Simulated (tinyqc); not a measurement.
# Worked calculation: chip with leakage that grows with temperature, electro-thermal loop and runaway

Numbers from tinyqc (`OMP_NUM_THREADS=1 python tinyqc.py 2520132 2520133 out.jsonl`; about 0.01 s on one thread of a shared Intel Xeon 2.30GHz). Printed values are rounded.

One temperature T for the device, T = T0 + Rth P(T), with P(T) = Pd + Pl (T/300 K)^2 exp[(q Ea/kB)(1/(300 K) - 1/T)]. The loop gain is Rth dP/dT; a solution is thermally stable when it is below one.

Inputs (values chosen for the exercise): ambient temperature T0 = 360 K; temperature-independent switching power Pd = 33 W; leakage power at 300 K Pl = 0.0754 W; activation energy of the leakage Ea = 0.41 eV; thermal resistance Rth = 0.89 K/W.

Constants: q = 1.602176634e-19 C, kB = 1.380649e-23 J/K. Results are converted to the units shown.

## Iteration 1: temperature by substitution

T at the start = 360 K

P(T) = Pd + Pl (T/300 K)^2 exp[(q Ea/kB)(1/(300 K) - 1/T)]; T(new) = T0 + Rth P(T).

P = 34.52645 W
T after iteration 1 = 390.7285 K

## Iteration 2: temperature by substitution

As before.

P = 38.08425 W
T after iteration 2 = 393.8950 K

## Course of the iteration: temperature by substitution

Stop when T changes by less than 1e-6 K, or after 200 iterations.

Course of the iteration:

| iteration | T (K) | \|change\| (K) |
|---|---|---|
| 1 | 390.7285 | 30.7 |
| 2 | 393.8950 | 3.17 |
| 3 | 394.4415 | 0.547 |
| 4 | 394.5414 | 0.0999 |
| 5 | 394.5599 | 0.0185 |
| 6 | 394.5633 | 3.41e-3 |
| 7 | 394.5639 | 6.32e-4 |
| 8 | 394.5641 | 1.17e-4 |
| 9 | 394.5641 | 2.16e-5 |
| 10 | 394.5641 | 4.00e-6 |
| 11 | 394.5641 | 7.41e-7 |

Converged in 11 iterations. At the end each change is about 0.19 times the one before: linear convergence.

## Loop gain and effective thermal resistance

converged T = 394.5641 K

P(T) = Pd + Pl (T/300 K)^2 exp[(q Ea/kB)(1/(300 K) - 1/T)]; P'(T) = (P - Pd)(2/T + q Ea/(kB T^2)); G = Rth P'. A small change of T0 changes T by 1/(1 - G) times as much.

P = 38.83605 W
G = 0.1850678
dT/dT0 = 1.227096

The feedback is positive: heating raises the power. A second, unstable solution lies at 503.0 K; above it the temperature runs away.
